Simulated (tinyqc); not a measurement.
Changing the impurity potential U: Koster-Slater impurity in a tight-binding band, by Green functions and by supercells. Computed by tinyqc, a small Python program. Command: `OMP_NUM_THREADS=1 python tinyqc.py 3023691 3023692 out.jsonl kosterslater sweep`. One thread of a shared host (Intel(R) Xeon(R) Processor @ 2.30GHz), about 0.06 s of CPU time with the checks.

One orbital per site, e(k) = -2 t sum cos(k_i) over 2 direction(s), band from -4 t to 4 t, lattice constant 1. One site has the extra energy U. Spin is left out.

Inputs (values chosen for the exercise, for a model band):
```
quantity,value,unit
hopping t,2,eV
supercell edge N,3,sites
energy inside the band E,-3.76,eV
broadening eta,0.3,eV
impurity concentration c,0.0002,per site
```

Lattice: square.

Constants: hbar = 6.582119569e-16 eV s.

Method:
- Outside the band G0(E) = (2/(pi E)) K(m), m = 16 t^2/E^2, K the complete elliptic integral with parameter m.
- A bound state solves 1/U = G0(E).
- Bisection in ln(distance from the edge) between 1e-5 t and |U| + t. Weight on the impurity site: -1/(U^2 dG0/dE), by a central difference with step min(1e-4 t, distance/30). Decay length along an axis: 1/arccosh(1 + distance/(2 t)).
- Inside the band G0(z), z = E + i eta, comes from the chain form 1/(sqrt(y - 2t) sqrt(y + 2t)) (principal roots) at y = z + 2 t cos k, averaged over k in (0, pi) with 200 Gauss-Legendre points.
- T = U/(1 - U G0); phase shift delta = -arg(1 - U G0) in (-pi, pi]; host density of states -Im G0/pi; on the impurity -Im[G0/(1 - U G0)]/pi; lifetime of a band state hbar/(-2 c Im T).
- In a periodic cell of N sites along each direction with Bloch vector K, the level solves 1/U = N^-d sum_k 1/(E - e(k)), k_i = (2 pi m_i + K_i)/N, m_i = 0..N-1; the outermost root on the side of U is taken (bisection). d is the number of directions. Gamma means K_i = 0, the zone corner K_i = pi, the quarter point K_i = pi/2.
- The error is measured against the isolated level E_b.

One run for each value:
```
impurity potential U (eV),distance from the band edge (eV),weight on the impurity site,decay length (sites),scattering lifetime (fs),width between Gamma and the corner (eV)
-50.00,4.2321e+01,0.99357,0.3184,395.14,0.0258
-36.00,2.8446e+01,0.98754,0.3594,379.99,0.0501
-18.60,1.1470e+01,0.95227,0.4930,337.64,0.1940
-13.40,6.6182e+00,0.90586,0.6128,312.86,0.3836
-9.66,3.3745e+00,0.81321,0.8186,292.12,0.7432
-6.95,1.3755e+00,0.63465,1.2388,289.52,1.3185
-5.00,3.8159e-01,0.35849,2.3073,337.02,1.9849
-3.60,5.8182e-02,0.11083,5.8701,501.16,2.5637
```

Give the missing row, impurity potential U (eV) = -25.90.

Computed row; columns: (1) impurity potential U (eV); (2) distance from the band edge (eV); (3) weight on the impurity site; (4) decay length (sites); (5) scattering lifetime (fs); (6) width between Gamma and the corner (eV):
```
(1)            (2)      (3)     (4)     (5)     (6)
-25.90  1.8521e+01  0.97574  0.4144  360.78  0.0980
```

Interpolating between the two neighbouring rows (linearly) misses most in width between Gamma and the corner (eV), by 36 %. Over the rows, distance from the band edge (eV) falls from 42.3 to 0.0582; weight on the impurity site falls from 0.994 to 0.111; decay length (sites) rises from 0.318 to 5.87. In two dimensions weak binding is exponentially small in t/|U|. For large |U| the scattering lifetime tends to that of a site cut out of the lattice, T = -1/G0. The supercell width shrinks as the state tightens.
